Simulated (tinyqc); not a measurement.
Space-charge-limited current through a thin insulating or semi-insulating film with traps: one step, computed by the program tinyqc. Command: `OMP_NUM_THREADS=1 python tinyqc.py 3011787 3011788 out.jsonl sclc walk`. One thread of a shared host (Intel(R) Xeon(R) Processor @ 2.30GHz), about 0.01 s of CPU time with the checks.

One ohmic injecting contact at x = 0 (field zero), drift only, non-degenerate free carriers.

Question. One point of the curve. Free density n_0 = N_c exp(-E_0/k_B T) in equilibrium; trapped density n_t(n) = N_t/(1 + n_1/n), n_1 = N_c exp(-E_t/k_B T). J = e mu n F and (eps eps_0/e) dF/dx = n - n_0 + n_t(n) - n_t(n_0) = rho(n). With F = J/(e mu n): d = (eps eps_0 J/(e^2 mu)) I_1 and V = (eps eps_0 J^2/(e^3 mu^2)) I_2, I_k = int_(n_L)^infinity dn/(n^(k+1) rho(n)), n_L the density at the anode; with u = n_L/n, 200 Gauss-Legendre points in t, u = 1 - (1 - t)^2. Anode field J/(e mu n_L); Mott-Gurney current (9/8) eps eps_0 mu V^2/d^3; ohmic current e n_0 mu V/d.

Inputs (values chosen for the exercise, modelled on HfO2):
```
quantity                                            value        unit
permittivity eps                                       22           -
band mobility mu                                    0.047  cm^2/(V s)
effective density of states N_c                     1e+20      1/cm^3
trap density N_t                                  5.6e+18      1/cm^3
equilibrium Fermi level below the band edge, E_0     0.89          eV
thickness d                                            35          nm
free density at the anode, in units of N_c        1.7e-05           -
temperature T                                         250           K
trap level E_t below the band edge                   0.33          eV
```

Traps: single level.

Constants: k_B = 8.617333262e-05 eV/K; eps_0 = 8.8541878128e-12 F/m; e = 1.602176634e-19 C.

Give: I_1; I_2; current density J; voltage V; anode field over mean field V/d; trap-free Mott-Gurney current; ohmic current.

Answer.

I_1 = 1.055e-34 cm^6

I_2 = 3.115e-50 cm^9

current density J = 20.55 A/cm^2

voltage V = 2.821 V

anode field over mean field V/d = 1.992

trap-free Mott-Gurney current = 19118 A/cm^2

ohmic current = 6.943e-13 A/cm^2
